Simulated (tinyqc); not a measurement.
From results back to parameters: Penn model of the dielectric constant and Phillips ionicity. Five cases, with inputs chosen for the exercise.

Problem. eps was computed from a and a hidden C.

n = 32/a^3; Ep^2 = 8 pi c e2 n with c = hbar^2/2m0, e2 = e^2/(4 pi eps0); EF = c (3 pi^2 n)^(2/3); eps = 1 + (Ep/Eg)^2 S with S = 1 - Eg/(4 EF) + (Eg/(4 EF))^2/3, Eg the Penn gap. Core d shells are left out.

Phillips: bond length d = sqrt(3) a/4; homopolar gap Eh = 39.74 d^(-2.48) eV (d in angstrom); Eg^2 = Eh^2 + C^2; ionicity fi = C^2/Eg^2.

Constants: hbar^2/2m0 = 3.80998211 eV angstrom^2; e^2/(4 pi eps0) = 14.39964547 eV angstrom.

Find: Eg; Eh; C; fi.

Method. eps falls steadily with Eg, so one Eg fits; C^2 = Eg^2 - Eh^2.

Case 1.

Values chosen (out of a larger set: near those of ZnSe; not measured data): a = 5.652 angstrom (cubic lattice constant, 32 valence electrons a cell).

eps = 4.97827

Solution.

Eg = 7.231 eV
Eh = 4.318 eV
C = 5.80 eV
fi = 0.643

Case 2.

Values chosen (out of a larger set: near those of GaAs; not measured data): a = 5.669 angstrom (cubic lattice constant, 32 valence electrons a cell).

eps = 9.24586

Solution.

Eg = 5.119 eV
Eh = 4.286 eV
C = 2.80 eV
fi = 0.299

Case 3.

Values chosen (out of a larger set: near those of AlAs; not measured data): a = 5.64 angstrom (cubic lattice constant, 32 valence electrons a cell).

eps = 9.20818

Solution.

Eg = 5.171 eV
Eh = 4.340 eV
C = 2.81 eV
fi = 0.295

Case 4.

Values chosen (out of a larger set: near those of GaAs; not measured data): a = 5.662 angstrom (cubic lattice constant, 32 valence electrons a cell).

eps = 9.01975

Solution.

Eg = 5.197 eV
Eh = 4.299 eV
C = 2.92 eV
fi = 0.316

Case 5.

Values chosen (out of a larger set: near those of BN; not measured data): a = 3.61 angstrom (cubic lattice constant, 32 valence electrons a cell).

eps = 4.50857

Solution.

Eg = 15.257 eV
Eh = 13.125 eV
C = 7.78 eV
fi = 0.260

Computed by tinyqc, one run a case: `OMP_NUM_THREADS=1 python tinyqc.py N N+1 out.jsonl` with N = 1680768, 1680873, 1680879, 1680930, 1681004; one thread of a shared Intel(R) Xeon(R) Processor @ 2.30GHz, about 0.01 s a run at most.
